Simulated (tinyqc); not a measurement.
Inside a calculation. Method: LDA (VWN5) atom on a uniform radial grid, spin-unpolarised, for Be. Computed by tinyqc, a small Python program that keeps every step. Settings: Z = 4, points = 64, R = 9.1, functional = lda,vwn, mixing = 0.2, iteration cap = 61. Command: `OMP_NUM_THREADS=1 python tinyqc.py 24585 24586 out.jsonl` (the two numbers bound the seeds that draw the settings). One thread of a shared host (Intel(R) Xeon(R) Processor @ 2.60GHz), about 0.07 s of CPU time with the checks.

Spherical atom on a uniform radial grid r_j = j h with h = R/(N + 1), h sum u^2 = 1 and integrals as h times sums, u(0) = u(R) = 0 (atomic units):
```
parameter           value
Z                       4
points N               64
R                9.100000
h                0.140000
mixing           0.200000
electrons in 1s         2
electrons in 2s         2
```

Three-point differences turn -u''/2 + [l(l+1)/2r^2 - Z/r + V] u = e u into a tridiagonal matrix (diagonal 1/h^2 + potential, off-diagonal -1/2h^2). D = sum f u^2; the Hartree potential y/r solves y'' = -D/r with y(0) = 0, y(R) = N_e; v_xc comes from rho = D/(4 pi r^2); E = sum f e - int D V + int D (V_H/2 + eps_xc); V(new) = V + mixing (V_H + v_xc - V).

Stop when input and output potentials agree to 1e-7.

Course of the cycle (hartree):
```
iteration           E    e(1s)    e(2s)  largest |V(out) - V(in)|
1          -12.483330  -7.4553  -1.9623                  6.44e+00
2          -12.820839  -6.4577  -1.5020                  4.87e+00
3          -13.040998  -5.7030  -1.1643                  3.67e+00
4          -13.182211  -5.1336  -0.9159                  2.75e+00
5          -13.271307  -4.7053  -0.7327                  2.05e+00
6          -13.326608  -4.3841  -0.5973                  1.52e+00
7          -13.360369  -4.1441  -0.4968                  1.13e+00
8          -13.380644  -3.9653  -0.4222                  8.31e-01
9          -13.392627  -3.8325  -0.3666                  6.10e-01
10         -13.399606  -3.7343  -0.3250                  4.46e-01
11         -13.403617  -3.6617  -0.2939                  3.25e-01
...               ...      ...      ...                       ...
51         -13.408795  -3.4628  -0.1988                  5.41e-06
52         -13.408795  -3.4628  -0.1988                  4.32e-06
53         -13.408795  -3.4628  -0.1988                  3.46e-06
54         -13.408795  -3.4628  -0.1988                  2.76e-06
55         -13.408795  -3.4628  -0.1988                  2.21e-06
56         -13.408795  -3.4628  -0.1988                  1.76e-06
57         -13.408795  -3.4628  -0.1988                  1.41e-06
58         -13.408795  -3.4628  -0.1988                  1.13e-06
59         -13.408795  -3.4628  -0.1988                  9.00e-07
60         -13.408795  -3.4628  -0.1988                  7.19e-07
61         -13.408795  -3.4628  -0.1988                  5.75e-07
```

Can the last value be used, and what does the course show?

Not by the stop rule, although the second column moves by less than 1e-07 over the last three steps; and the uniform grid itself carries an error of order h^2 at the cusp, far above the threshold. Not converged within 61 iterations: the residual falls steadily but slowly, by a factor of about 0.80 a step. Reruns (cap 100 unless said): mixing 0.3: converged in 44; mixing 0.6: converged in 18; the original settings with a cap of 400: converged in 69. Even converged, this uniform grid resolves the cusp poorly and misses the energy of the atom.
